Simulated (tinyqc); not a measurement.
## Field from the level spacing

Problem. In a triangular well E_k = a_k (C F^2/mz1)^(1/3), a_1 = 2.338107, a_2 = 4.087949, C = hbar^2/(2 m0), F in eV/nm (1 MV/cm = 0.1 eV/nm). Find F, E_1, the mean distance 2 E_1/(3 F) of the lowest level and the sheet charge eps0 eps_r F/q behind such a field.

Parameters, values chosen for the exercise: relative permittivity eps_r = 11.5; mass along z of valley set A (6 valley(s)) mz1 = 0.255 m0.

Constants: q = 1.602176634e-19 C, hbar = 1.054571817e-34 J s, m0 = 9.1093837015e-31 kg, eps0 = 8.8541878128e-14 F/cm where lengths are in cm, hbar^2/(2 m0) = 0.0380998212 eV nm^2. Results are converted to the units shown.

spacing of the two lowest levels = 93.589347 meV

Answer. The spacing over a_2 - a_1 is the energy scale (C F^2/mz1)^(1/3), which gives F.

F = 0.3200 MV/cm
E_1 = 125.1 meV
mean distance = 2.605 nm
sheet charge over q = 2.034e12 cm^-2

tinyqc, about 0.2 s, one thread, Intel Xeon 2.30GHz (shared host): `OMP_NUM_THREADS=1 python tinyqc.py 2160010 2160011 out.jsonl`
